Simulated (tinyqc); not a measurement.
Inside a calculation. Model: Debye-Callaway model of lattice thermal conductivity. Computed by tinyqc, a small Python program that keeps every step. Command: `OMP_NUM_THREADS=1 python tinyqc.py 3020992 3020993 out.jsonl callaway walk`. One thread of a shared host (Intel(R) Xeon(R) Processor @ 2.30GHz), about 0.01 s of CPU time with the checks. Intermediate numbers are printed to about 7 digits and carried at full precision; extremes and crossings named in words are read from the listed rows.

Three acoustic branches with one velocity v, cut at omega_D = k_B Theta/hbar; x = hbar omega/(k_B T). v and Theta are separate inputs: Theta cuts off the heat-carrying modes, so C need not reach 3 k_B/V. gamma is an effective value that sets the umklapp rate. Heat flows along the film.

Inputs (values chosen for the exercise, modelled on lead telluride): sound velocity v = 1730 m/s; Debye temperature Theta = 145 K; volume per atom V = 33.7 angstrom^3; mean atomic mass M = 167.4 u; effective Grueneisen parameter gamma = 3.77; umklapp exponent divisor b = 3; mass variance Gamma = 0.00013; film thickness t = 0.041 micrometre; specularity p = 0.2; normal-process factor f_N = 0.68; temperature T = 150 K; probe frequency omega/omega_D = 0.33.

Sample: film. Point defects: isotopes. Normal processes: included.

Constants: k_B = 1.380649e-23 J/K; hbar = 1.054571817e-34 J s; u = 1.6605390666e-27 kg.

## Mass-fluctuation parameter

Gamma is given directly by the isotope mixture. A = V Gamma/(4 pi v^3).

Gamma = 1.30e-04

Rayleigh coefficient A = 6.733255e-44 s^3

## Scattering rates at one frequency

Rates: point defects A omega^4; umklapp B omega^2 T exp(-Theta/(b T)) with B = hbar gamma^2/(M v^2 Theta); normal processes f_N B omega^2 T (T/Theta)^2. Film: the bulk time tau of each mode, from the resistive rates above, is multiplied by the Fuchs-Sondheimer factor F = (3/2) int_0^1 (1 - u^2) [1 - (1 - p) (u/d) (1 - E)/(1 - p E)] du, with E = exp(-d/u), d = t/(v tau), by 48 Gauss-Legendre points in z with u = z^4; the boundary rate is defined as 1/(F tau) - 1/tau. The resistive time is tau_R = 1/(boundary + point-defect + umklapp rates), and the free path is v tau_R.

omega = 6.264538e+12 rad/s

Rates:
```
process          rate (1/s)  rate x tau_R
boundaries     1.477767e+10     0.2177187
point defects  1.037006e+08   0.001527816
umklapp        5.299369e+10     0.7807535
normal         5.322540e+10     0.7841673
```

tau_R = 1.473295e-11 s

free path = 25.48801 nm

The strongest resistive process at this frequency: umklapp, 78 % of the resistive rate.

## The integrand on a coarse grid

x runs in ten equal steps to min(Theta/T, 12); g = x^4 e^x/(e^x - 1)^2; tau_C is the inverse of all rates summed; the last column is c tau_C g with c = (k_B/(2 pi^2 v)) (k_B T/hbar)^3.

Integrand:
```
x                  g     tau_C (s)  c tau_C g (W/(m K))
0.0966667  0.0093372  4.546250e-11             1.299784
0.1933333  0.0372616  1.866496e-11             2.129565
0.2900000  0.0835131  9.735833e-12             2.489603
0.3866667  0.1476622  5.856270e-12             2.647847
0.4833333  0.2291159  3.870217e-12             2.715146
0.5800000  0.3271261  2.733094e-12             2.737615
0.6766667  0.4407996  2.026774e-12             2.735577
0.7733333  0.5691102  1.560028e-12             2.718512
0.8700000  0.7109124  1.236295e-12             2.691167
0.9666667  0.8649566  1.002892e-12             2.656140
```

Among these rows the integrand is largest at x = 0.58.

## Thermal conductivity

kappa_1 = c int tau_C g dx, g = x^4 e^x/(e^x - 1)^2, c = (k_B/(2 pi^2 v)) (k_B T/hbar)^3, over 0 < x < min(Theta/T, 40), by 96 Gauss-Legendre points in s with x = x_max s^2; 1/tau_C = 1/tau_R + 1/tau_N; kappa_2 = c [int (tau_C/tau_N) g dx]^2 / int (tau_C/(tau_N tau_R)) g dx; kappa = kappa_1 + kappa_2. Heat capacity C = 3 c int g dx / v^2; grey free path 3 kappa/(C v); the median free path v tau_C halves kappa_1 when the quadrature points are ordered by free path (each counted at half its weight, interpolated in the logarithm); likewise at 10 % and 90 %.

kappa_1 = 2.276566 W/(m K)

kappa_2 = 1.364163 W/(m K)

kappa = 3.640728 W/(m K)

heat capacity C = 882368.4 J/(m^3 K)

grey free path = 7.155064 nm

median free path = 5.289731 nm

free path at 10 % of kappa_1 = 2.083750 nm

free path at 90 % of kappa_1 = 32.56602 nm

The median free path is 0.74 times the grey one. The middle 80 % of kappa_1 spans a factor 16 in free path. The Callaway term kappa_2 is 37 % of the total.

## Leaving out one process at a time

The formulas are those given above.

Conductivity at T:
```
case                   kappa (W/(m K))  ratio to all
all processes                 3.640728             1
without point defects         3.670873      1.008280
without boundaries            4.254646      1.168625
```

Removing boundaries raises kappa most, by a factor 1.17; removing point defects gives only 1.01.

## Conductivity against temperature

The formulas are those given above.

Kappa (W/(m K)):
```
T (K)  all processes  without point defects
8.7         2.743422               3.425222
14          7.063220               8.109222
25          13.71272               14.84263
44          13.02498               13.53453
72          8.604244               8.775475
120         4.804978               4.855696
190         2.691908               2.709527
```

kappa peaks among these rows at 25 K (T/Theta = 0.172) with 13.7 W/(m K). The exponent d ln kappa/d ln T is 1.99 at the cold end and -1.26 at the hot end. The normal rate is taken to grow as T^3 at all T, which overstates it above Theta. Point defects cost most at 8.7 K, a factor 1.25.

Checks made by the program: heat capacity against the Debye function (relative difference below 1e-10).
